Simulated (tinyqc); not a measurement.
Raman shift of the zone-centre optical phonon of a diamond-structure crystal under stress: one step, computed by the program tinyqc.

Axes x, y, z are the cube axes. Strain shifts the threefold optical mode and can split it; p, q and r are the phonon deformation potentials.

Problem. Secular matrix and shifts. Secular matrix: M_xx = p eps_xx + q (eps_yy + eps_zz), M_xy = 2 r eps_xy; its eigenvalues are omega^2 - omega_0^2, and the shifts are these over 2 omega_0.

Inputs (values chosen for the exercise, modelled on diamond):

| quantity | value | unit |
|---|---|---|
| unstrained frequency omega_0 | 1333 | 1/cm |
| p/omega_0^2 | -2.72 | - |
| q/omega_0^2 | -1.8 | - |
| r/omega_0^2 | -1.96 | - |

Stress state: biaxial. Axis: [001].

strain (per mille):
```
           x          y           z
x  0.1556429  0.0000000   0.0000000
y  0.0000000  0.1556429   0.0000000
z  0.0000000  0.0000000  -0.0366443
```

Give: M/(2 omega_0); shifts, in rising order.

Solution.

M/(2 omega_0) (1/cm):
```
         x        y        z
x  -0.4249   0.0000   0.0000
y   0.0000  -0.4249   0.0000
z   0.0000   0.0000  -0.3070
```

shifts, in rising order (1/cm): -0.4249  -0.4249  -0.3070
